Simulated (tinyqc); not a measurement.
p-type polysilicon, carrier trapping at grain boundaries: two steps of the calculation.

One-dimensional grains of size Lg, uniform ionised doping N, monovalent traps Qt at each boundary at a depth Et below (for electrons) or above (for holes) the band edge there, abrupt depletion of width W on each side of a boundary, Boltzmann statistics. xi is the distance from the band edge at the grain centre to the Fermi level. Trapped charge Qt/(1 + exp((xi + VB - Et)/Vt)) = 2 N W, barrier VB = q N W^2/(2 eps0 eps_r).

Parameters, values chosen for the exercise; values of the order met in polycrystalline silicon:
```
symbol    value        unit                                                              meaning
T           400           K                                                          temperature
eps_r      11.7                                                            relative permittivity
NB      4.08e19       cm^-3                                  valence-band density of states at T
Lg           32          nm                                                           grain size
Qt       4.5e12       cm^-2                                     trap density of a grain boundary
Et         0.46          eV  depth of the trap level from the majority band edge at the boundary
ms         0.49          m0                                         mass for thermionic emission
fe         0.12                                           correction factor of the emission rate
mug         150  cm^2/(V s)                                           mobility inside the grains
N        5.8e18       cm^-3                                                               doping
```

Constants: q = 1.602176634e-19 C, kB = 1.380649e-23 J/K, m0 = 9.1093837015e-31 kg, Vt = kB T/q, eps0 = 8.8541878128e-14 F/cm where lengths are in cm. Results are converted to the units shown.

Question 1. Depletion width, Fermi level and barrier. If the trap equation with xi = Vt ln(NB/N) has a root W < Lg/2, the grain is partly depleted; otherwise W = Lg/2 and the trap equation gives xi = Et - VB + Vt ln(Qt/(N Lg) - 1). N* = Qt/Lg.

Wanted: N*; W; xi; VB; share of traps filled.

Answer 1.

N* = 1.406e18 cm^-3
W = 3.879 nm
xi = 0.06724 V
VB = 0.06749 V
share of traps filled = 0.9999

N is 4.12 N*, and the grain is partly depleted; VB = 1.96 Vt.

Question 2. Resistivity and effective mobility. n0 = NB exp(-xi/Vt); mean density n0 (1 - 2 W/Lg) by charge balance in a partly depleted grain, and n0 (sqrt(pi)/2) erf(u)/u with u = sqrt(VB/Vt) in a fully depleted one; v = sqrt(kB T/(2 pi ms m0)); barrier resistivity Vt exp(VB/Vt)/(q fe n0 v Lg); grain resistivity (1 - 2 W/Lg)/(q n0 mug); effective mobility 1/(q mean density total resistivity).

W = 3.8790010 nm
xi = 0.067243608 V
VB = 0.067485983 V

Give: n0; mean density; v; barrier resistivity; grain resistivity; resistivity; effective mobility.

Answer 2.

n0 = 5.800e18 cm^-3
mean density = 4.394e18 cm^-3
v = 4.438e6 cm/s
barrier resistivity = 0.1542 ohm cm
grain resistivity = 5.435e-3 ohm cm
resistivity = 0.1596 ohm cm
effective mobility = 8.898 cm^2/(V s)

The resistivity is 22.3 times that of a single crystal with the same N and mobility mug, and the mean density is 75.8 % of N.

Numbers from tinyqc (`OMP_NUM_THREADS=1 python tinyqc.py 2830288 2830289 out.jsonl`; about 0.01 s on one thread of a shared Intel Xeon 2.30GHz).
